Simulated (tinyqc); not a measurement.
Inside a calculation. Method: lattice vibrations of a chain. One step of it, computed by the program tinyqc.

Question. Dynamical matrix at q = 0.28. q is in units of 2 pi/a. A spring k from atom i to atom j, n cells on, adds k to Phi_ii and Phi_jj, -k exp(2 pi i q n) to Phi_ij and the conjugate to Phi_ji (for one atom a cell: 2k (1 - cos 2 pi q n)); D_ij = Phi_ij / sqrt(m_i m_j).

A chain moving along its axis:

| atom | mass (u) | spring to the next atom (eV/angstrom^2) |
|---|---|---|
| 1 | 56.000000 | 21.600000 |
| 2 | 60.800000 | 12.400000 |
| 3 | 45.000000 | 10.200000 |

Give: D(q).

Answer.

D(q) (eV/(angstrom^2 u)), lower triangle (Hermitian):
```
                1        2       3
1          0.5679
2         -0.3702   0.5592
3  0.0381-0.1996i  -0.2371  0.5022
```
